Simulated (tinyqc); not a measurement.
# Disorder broadening of a flat band (such as a Landau level) in the self-consistent Born approximation: what changes with what

The local Green function is G = g0(z - Sigma) with z = E + i eta and g0(z) = 1/z; the self-energy is Sigma = D G. The density of states is -Im G/pi.

Parameters, values chosen for the exercise:
```
symbol,value,unit,meaning
D,0.089,eV^2,variance of the random potential
eta,0.093,eV,bare broadening
E,0.019,eV,energy from the band centre
```

Each table varies one quantity; the others keep the values above.

## Density of states across the band

Sigma is iterated to self-consistency (retarded branch, Im Sigma < 0); first Born means Sigma = D g0(z) put once into G = g0(z - Sigma); clean means Sigma = 0. Closed form: G = (z - sqrt(z^2 - 4 D))/(2 D) with the root that gives Im G < 0; for eta -> 0 a semi-ellipse of half-width 2 sqrt(D).

Density of states across the band:

| E (eV) | Re Sigma (eV) | Im Sigma (eV) | DOS, self-consistent (1/eV) | DOS, first Born (1/eV) | DOS, clean (1/eV) |
|---|---|---|---|---|---|
| 0 | 0 | -0.2554 | 0.9136 | 0.3032 | 3.423 |
| 0.072 | 0.03042 | -0.2533 | 0.9060 | 0.3487 | 2.140 |
| 0.143 | 0.06017 | -0.2471 | 0.8836 | 0.5244 | 1.017 |
| 0.215 | 0.08982 | -0.2362 | 0.8448 | 1.004 | 0.5395 |
| 0.286 | 0.1181 | -0.2206 | 0.7889 | 1.724 | 0.3273 |
| 0.358 | 0.1451 | -0.1990 | 0.7117 | 1.246 | 0.2164 |
| 0.43 | 0.1689 | -0.1704 | 0.6096 | 0.5970 | 0.1529 |
| 0.501 | 0.1860 | -0.1340 | 0.4792 | 0.3205 | 0.1140 |
| 0.573 | 0.1889 | -0.08994 | 0.3217 | 0.1953 | 0.08785 |
| 0.644 | 0.1720 | -0.05334 | 0.1908 | 0.1320 | 0.06992 |
| 0.716 | 0.1497 | -0.03342 | 0.1195 | 0.09510 | 0.05679 |

The self-consistent density of states falls from 0.914 to 0.120 1/eV. It drops to the tail left by eta beyond 2 sqrt(D) = 0.597 eV. By ratio, first Born differs most at E = 0 eV, where it is 0.33 times the self-consistent value.

## Effect of the mixing

G = g0(z - Sigma), Sigma(out) = D G, Sigma(new) = Sigma + mix (Sigma(out) - Sigma). Iterations from Sigma = 0 until |Sigma(out) - Sigma| < 1e-10 eV, at most 500. The factor is |1 - mix + mix L|, L = d Sigma(out)/d Sigma at the solution.

Results:

| mix | iterations | factor |
|---|---|---|
| 0.1 | 115 | 0.8269 |
| 0.2 | 52 | 0.6538 |
| 0.5 | 14 | 0.1362 |
| 0.7 | 16 | 0.2145 |
| 0.85 | 31 | 0.4734 |
| 1 | 75 | 0.7330 |

Estimate the missing row, mix = 0.3.

Computed row:

| mix | iterations | factor |
|---|---|---|
| 0.3 | 31 | 0.4807 |

With this row back in the table: L = -0.732-0.046i. The fewest iterations, 14, come at mix = 0.5; the smallest factor, 0.136, is at mix = 0.5. As a function of mix the factor has its minimum at Re(1 - L)/|1 - L|^2 = 0.577, below 1, so damping helps.

Range of the model: The self-consistent Born approximation misses band tails from rare fluctuations and localisation.

Computed by the program tinyqc: `OMP_NUM_THREADS=1 python tinyqc.py 2720032 2720033 out.jsonl`, one thread of a shared Intel Xeon 2.30GHz, about 0.01 s for the whole run.
